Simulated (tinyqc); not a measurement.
Length of a polyene: Hueckel, PPP and singles CI along the polyenes. Computed by the program tinyqc. 

All-trans chains of carbon centres 1.40 angstrom apart:
```
parameter                               value
beta (eV), times 1 +/- alternation  -2.180000
alternation                                 0
W (eV)                              11.160000
gamma_rr (eV)                       10.620000
repulsion formula                        Ohno
```

Hueckel uses the same beta without repulsion; CIS keeps all single excitations and so misses the low, doubly excited 2Ag state. W is the valence ionisation energy of a centre, MN the Mataga-Nishimoto formula, f the oscillator strength.

Gaps and excitations (eV):
```
centres  Hueckel gap  PPP orbital gap  bright singlet (CIS)      f  lowest triplet (CIS)
2              4.360           11.748                 5.976  0.512                 2.744
4              2.695            9.210                 4.642  0.993                 1.765
6              1.940            7.896                 3.828  1.414                 1.294
8              1.514            7.094                 3.289  1.786                 1.032
10             1.241            6.558                 2.906  2.113                 0.872
12             1.051            6.178                 2.624  2.406                 0.766
14             0.911            5.898                 2.409  2.673                 0.693
```

The Hueckel gap tends to 4 x alternation x |beta| = 0.00 eV for long chains (zero without alternation, falling as 1/N). Exchange opens the PPP orbital gap, and the attraction of electron and hole brings the bright state 3.49 eV below it at 14 centres; the triplet lies 1.72 eV lower still.
